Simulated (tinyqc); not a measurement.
Stacked nanosheet transistor, parasitic resistance, capacitance and delay: effect of the wire load.

Ns sheets share one contact on top; each has perimeter p = 2 (Ws + ts) and cross-section A = Ws ts; contact width Wc = Ws + 10 nm, stack height Hs = Ns pv. Sheet 1 is the top one. Contact length Lc = CPP - Lg - 2 Lsp, shared by two neighbouring gates. Source and drain sides are equal. The formulas are first-order estimates, not field solutions.

Epitaxy sheet resistance Rsh = re/te, transfer length LT = sqrt(rc/Rsh), contact Rc = [sqrt(rc Rsh)/Wc] coth(Lc/(2 LT)); extension of one sheet Rx = rx Lsp/A. With N sheets: gate Cg = Cinv p N Lg; per side, plate Cp = ks eps0 [Wc (Hs + Hc) - N A]/Lsp, top fringe Cf = (2/pi) ks eps0 Wc ln(1 + Lg/(2 Lsp)), overlap Co = Cinv p N Lov. One sheet: I = p Q vx u/(1 + |u|^1.8)^(1/1.8), Q = Cinv n Vt ln(1 + exp((Vg' - VT + dl Vd')/(n Vt))), u = Vd' mu/(vx Lg), Vg' = Vgs - v, Vd' = Vds - 2 v, with the drop on each side v_j = Rc sum I + rv (sum over levels k = 2..j of the current of sheets k..Ns) + Rx I_j. Ieff = [I(Vgs = Vdd, Vds = Vdd/2) + I(Vdd/2, Vdd)]/2, total currents. With Cs = Cp + Cf + Co, the load of an inverter of two such devices driving an equal one is CL = 2 (Cg + 2 Cs) + 4 Cs + Cw (own drains counted twice for the Miller effect); delay CL Vdd/(2 Ieff).

Inputs (values chosen for the exercise); values close to those of silicon logic devices: temperature T = 300 K; number of sheets Ns = 3; sheet width Ws = 30 nm; sheet thickness ts = 5 nm; vertical pitch of the sheets pv = 16 nm; vertical resistance between sheet levels rv = 77 ohm; contacted gate pitch CPP = 70 nm; gate length Lg = 12 nm; spacer length Lsp = 8 nm; relative permittivity of the spacer ks = 4; gate height above the channel stack Hc = 25 nm; contact resistivity rc = 1.8e-9 ohm cm^2; resistivity of the source-drain epitaxy re = 0.00033 ohm cm; current-carrying depth of the epitaxy te = 20 nm; resistivity of the extension rx = 0.0004 ohm cm; gate overlap Lov = 1.5 nm; inversion capacitance Cinv = 3.6 uF/cm^2; injection velocity vx = 1.3e7 cm/s; apparent mobility mu = 310 cm^2/(V s); threshold at zero drain voltage VT = 0.29 V; barrier lowering dl = 0.074 V/V; subthreshold factor n = 1.17; supply voltage Vdd = 0.75 V.

Constants: q = 1.602176634e-19 C, kB = 1.380649e-23 J/K, eps0 = 8.8541878128e-12 F/m, Vt = kB T/q. Results are converted to the units shown.

The same in every row: Rc (ohm) = 242.4; Rx/N (ohm) = 71.11; Ieff (uA) = 211.2.

Effect of the wire load:
```
Cw (fF),CL (aF),delay (ps)
0.02,383.7,0.6812
0.043,406.7,0.7221
0.093,456.7,0.8109
0.2,563.7,1.001
0.43,793.7,1.409
0.93,1294,2.297
2,2364,4.197
```

As Cw goes from 0.02 to 2 fF, Ieff stays at 211 uA, CL rises from 384 to 2360 aF and the delay rises from 0.681 to 4.20 ps.

tinyqc, about 0.07 s, one thread, Intel Xeon 2.30GHz (shared host): `OMP_NUM_THREADS=1 python tinyqc.py 2170008 2170009 out.jsonl`
